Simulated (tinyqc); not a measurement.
Two mixing rules: virtual-crystal alloy in the empirical-pseudopotential method.

Empirical pseudopotential on the fcc lattice, atoms at +/- tau, tau = a (1,1,1)/8, no spin-orbit coupling. H(G,G') = c (2 pi/a)^2 |k + G|^2 delta + VS(q) cos(q.tau) + i VA(q) sin(q.tau), q = G - G', c = hbar^2/2m0; k and G in units of 2 pi/a; VS at |q|^2 = 3, 8, 11 and VA at 3, 4, 11, in rydberg, zero elsewhere. At each k the basis holds all G with |k + G|^2 up to 16; energies are counted from the fourth level at Gamma.

Virtual crystal A(1-x)B(x): a = (1 - x) a_A + x a_B. Rule linear: V = (1 - x) V_A + x V_B. Rule volume: V = [(1 - x) a_A^3 V_A + x a_B^3 V_B]/a^3, since a form factor is an atomic potential divided by the cell volume.

Constants: hbar^2/2m0 = 3.80998211 eV angstrom^2; Ry = 13.60569312 eV.

Inputs chosen for the exercise (classic local form factors of the size used for GaP (A) and InP (B), which place X and L only to a few tenths of an eV; the results hold for these values, not for the real material):
```
symbol  value                  unit      meaning
a       (5.446, 5.865)         angstrom  lattice constants of A, B
VSA     (-0.221, 0.031, 0.07)  Ry        symmetric form factors of A
VAA     (0.12, 0.071, 0.021)   Ry        antisymmetric form factors of A
VSB     (-0.23, 0.011, 0.06)   Ry        symmetric form factors of B
VAB     (0.068, 0.051, 0.011)  Ry        antisymmetric form factors of B
```

Gaps from the valence top to the fifth band at Gamma, at L = (1/2,1/2,1/2) and at the lowest of k = (f,0,0), f = 0.70, 0.75, ..., 1.00. Both rules agree at the ends.

Gaps (eV):
```
x     Gamma, linear  Delta/X, linear  L, linear  Gamma, volume  Delta/X, volume  L, volume
0.25          2.444            2.193      2.474          2.402            2.179      2.443
0.50          2.197            2.201      2.327          2.135            2.183      2.283
0.75          1.910            2.198      2.160          1.860            2.184      2.127
```

What can be read from this table?

At x = 0.5 the volume rule moves Gamma by -61 meV, Delta/X by -18 meV and L by -43 meV, that is the bowing by -4 times these; the lattice constants differ by 7.7 %, and the rules would coincide for equal ones.

tinyqc: `OMP_NUM_THREADS=1 python tinyqc.py 1080622 1080623 out.jsonl`; about 0.2 s, one thread, shared Intel(R) Xeon(R) Processor @ 2.30GHz.
